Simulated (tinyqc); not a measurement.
# Lossy interposer transmission line with skin effect: two studies

A uniform line in a homogeneous dielectric: c = sqrt(er)/(c0 Z0), l = Z0 sqrt(er)/c0 (c0 = 299792458 m/s), g = w c td, w = 2 pi f. The resistance joins its limits as r = sqrt(r_dc^2 + r_hf^2), with r_dc = rho/(wd th), r_hf = kr rho/(2 delta (wd + th)), delta = sqrt(rho/(pi f mu0)), mu0 = 4 pi 1e-7 H/m; this is an interpolation, and internal inductance, up to 0.05 nH/mm at low frequency, is neglected.

Parameters, values chosen for the exercise: width of the strip wd = 8.4 um; thickness of the strip th = 0.62 um; resistivity rho = 1.8 uohm cm; relative permittivity er = 3.5; loss tangent td = 0; lossless impedance sqrt(l/c) Z0 = 35 ohm; factor for crowding and the return path kr = 1.5; length len = 14 mm; source resistance Rg = 100 ohm; load resistance RL = 1e5 ohm; load capacitance CL = 100 fF; frequency f = 0.91 GHz.

Each table varies one quantity; the others keep the values above.

## Line properties against frequency

gamma = sqrt((r + i w l)(g + i w c)) = alpha + i beta, Zc = sqrt((r + i w l)/(g + i w c)), roots with positive real part; loss 8.685889638 alpha in dB; phase velocity w/beta. ZL = 1/(1/RL + i w CL); reflection (ZL - Zc)/(ZL + Zc); Zin = Zc (ZL + Zc tanh(gamma len))/(Zc + ZL tanh(gamma len)); H = V_load/V_source = [Zin/(Zin + Rg)]/[cosh(gamma len) + (Zc/ZL) sinh(gamma len)].

Line properties against frequency:
```
f (GHz)	r (ohm/mm)	r/(w l)	loss (dB/mm)	|Zc| (ohm)	phase velocity over c0	length in wavelengths	|H| (dB)
0.01	3.457	251.9	0.03815	555.5	0.04753	0.009824	-0.01433
0.03	3.458	84.00	0.06582	320.8	0.08199	0.01709	-0.02589
0.09	3.463	28.03	0.1127	185.4	0.1402	0.02997	-0.1285
0.3	3.477	8.447	0.1979	102.1	0.2452	0.05714	-1.146
0.8	3.513	3.199	0.2955	64.08	0.3624	0.1031	-4.822
2	3.596	1.310	0.3877	44.93	0.4645	0.2011	-10.22
7	3.922	0.4083	0.4772	36.38	0.5241	0.6237	-12.62
20	4.666	0.1700	0.5769	35.25	0.5326	1.754	-15.19
60	6.436	0.07816	0.7980	35.05	0.5341	5.246	-21.36
```

Read the table: what changes, and by how much?

r equals w l at 2.65 GHz: below it |Zc| and the delay grow as in an RC line, above it |Zc| tends to Z0 = 35 ohm and the velocity to 1/sqrt(er) = 0.535 c0. The loss goes as f^(0.50) between the first two rows and f^(0.30) between the last two. |H| is -0.0143 dB in the first row and -21.4 dB in the last; between rows it can pass through resonances that the table doesn't show.

## Effect of the length

Same model as above.

The same in every row: r (ohm/mm) = 3.5203; r/(w l) = 2.8189; loss (dB/mm) = 0.30922; |Zc| (ohm) = 60.531; phase velocity over c0 = 0.37839.

Result of one run:
```
len (mm)	length in wavelengths	|H| (dB)
13	0.10429	-5.0716
```

What becomes of these results when the length len is changed from 13 to 40 mm, all else the same?

Result of the changed run:
```
len (mm)	length in wavelengths	|H| (dB)
40	0.32088	-14.798
```

The whole series:
```
len (mm)	length in wavelengths	|H| (dB)
1.4	0.011231	-0.16759
2.4	0.019253	-0.36905
4.3	0.034494	-0.95220
7.5	0.060165	-2.3418
13	0.10429	-5.0716
23	0.18451	-9.3560
40	0.32088	-14.798
70	0.56154	-23.862
```

As len goes from 1.4 to 70, the loss stays at 0.309 dB/mm, |Zc| stays at 60.5 ohm and |H| goes from -0.168 to -23.9 dB, with its highest value among the rows, -0.168 dB, at len = 1.4.

Computed by the program tinyqc: `OMP_NUM_THREADS=1 python tinyqc.py 2810131 2810132 out.jsonl`, one thread of a shared Intel Xeon 2.30GHz, about 0.01 s for the whole run.
